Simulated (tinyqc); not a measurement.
# Read current of a NAND string, cells in series solved by shooting: read current against the number of cells

Cells in series, numbered from 0 at the source line (0 V) to the bit line, each followed by a gap resistance Rg. A cell with gate Vg, threshold VT, source Vs and drain Vd passes I = 2 nf K Vt^2 [F(Vs) - F(Vd)]/(1 + th max(Vg - VT, 0)), F(V) = ln^2(1 + exp((Vg - VT - nf V)/(2 nf Vt))). The selected cell has Vg = Vr, the others Vg = Vp.

For a trial current I start at 0 V and, cell by cell, solve for the drain: sqrt(F(Vd)) = sqrt(F(Vs) - I/k), k = 2 nf K Vt^2/(1 + th max(Vg - VT, 0)), Vd = [Vg - VT - 2 nf Vt ln(exp(sqrt F) - 1)]/nf, then add I Rg. The string current is the I for which the last node reaches Vbl. The apparent threshold is the Vr at which I = Is. Background: all other cells erased (VT = Ve) or all in the highest state (VT = Vh); ratio and shift are high over erased and high minus erased. The selected cell is in the middle, cell n/2.

Values chosen for this exercise; values of the order met in vertical NAND strings:
- T = 358 K (temperature)
- K = 16 uA/V^2 (gain factor of a cell)
- nf = 2.1 (slope factor)
- th = 0.1 1/V (mobility reduction factor)
- Rg = 6.8 kohm (resistance of the gap between cells)
- Vbl = 0.3 V (bit-line voltage)
- Vp = 7.1 V (pass voltage)
- Ve = -1 V (threshold of an erased cell)
- Vh = 3.6 V (threshold of the highest state)
- Vx = 1.1 V (threshold of the selected cell)
- Is = 20 nA (sensing current)
- Vr = 1.87 V (read voltage on the selected word line)

Constants: q = 1.602176634e-19 C, kB = 1.380649e-23 J/K, Vt = kB T/q. Results are converted to the units shown.

Results:

| n | I, others erased (uA) | I, others high (uA) | ratio | apparent VT, erased (V) | apparent VT, high (V) | background shift (mV) |
|---|---|---|---|---|---|---|
| 8 | 0.9641 | 0.7611 | 0.7894 | 1.066 | 1.068 | 1.707 |
| 16 | 0.6254 | 0.4563 | 0.7297 | 1.070 | 1.073 | 3.419 |
| 32 | 0.3660 | 0.2524 | 0.6896 | 1.077 | 1.083 | 6.858 |
| 96 | 0.1374 | 0.09039 | 0.6580 | 1.105 | 1.126 | 21.02 |
| 128 | 0.1047 | 0.06842 | 0.6537 | 1.119 | 1.147 | 28.24 |
| 192 | 0.07090 | 0.04604 | 0.6494 | 1.147 | 1.190 | 43.17 |

Estimate the missing row, n = 64.

Computed row:

| n | I, others erased (uA) | I, others high (uA) | ratio | apparent VT, erased (V) | apparent VT, high (V) | background shift (mV) |
|---|---|---|---|---|---|---|
| 64 | 0.1998 | 0.1331 | 0.6663 | 1.091 | 1.104 | 13.84 |

With this row back in the table: With erased neighbours the current falls from 0.964 to 0.0709 uA, as n^(-0.62) between the first two rows and n^(-0.96) between the last two (-1 once the series resistance rules). The ratio falls from 0.789 to 0.649 and the background shift rises from 1.71 to 43.2 mV.

Program tinyqc, `OMP_NUM_THREADS=1 python tinyqc.py 2142083 2142084 out.jsonl`; Intel Xeon 2.30GHz, shared host, one thread, about 0.8 s.
